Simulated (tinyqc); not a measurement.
Atomic layer deposition: Langmuir saturation, growth per cycle and coating of deep features: one step, computed by the program tinyqc.

Precursor A sticks only on free sites, so a long enough pulse saturates; co-reactant B then frees the sites again.

Question. The first four cycles. One cycle from coverage th0: pulse A gives th1 = th_s + (th0 - th_s) exp(-(k_a + k_d) t), th_s = k_a/(k_a + k_d); the purge leaves th2 = th1 exp(-k_d t_p); pulse B converts c_B th2 into film and leaves th3 = (1 - c_B) th2. Growth = G c_B th2. Start from th0 = 0.

Inputs (values chosen for the exercise, modelled on zinc oxide from diethylzinc and water):

| quantity | value | unit |
|---|---|---|
| growth per cycle at saturation G | 1.9 | angstrom |
| temperature T | 175 | C |
| pulse time t | 0.0083 | s |
| co-reactant completion per pulse c_B | 0.999 | - |
| purge time t_p | 1.3 | s |

k_a = 226.4793 1/s

k_d = 0.04031376 1/s

Give: Cycles.

Answer.

Cycles:

| cycle | th0 | th1 | th2 | th3 | growth (angstrom) |
|---|---|---|---|---|---|
| 1 | 0 | 0.84728 | 0.80402 | 8.0402e-04 | 1.5261 |
| 2 | 8.0402e-04 | 0.84740 | 0.80413 | 8.0413e-04 | 1.5263 |
| 3 | 8.0413e-04 | 0.84740 | 0.80413 | 8.0413e-04 | 1.5263 |
| 4 | 8.0413e-04 | 0.84740 | 0.80413 | 8.0413e-04 | 1.5263 |
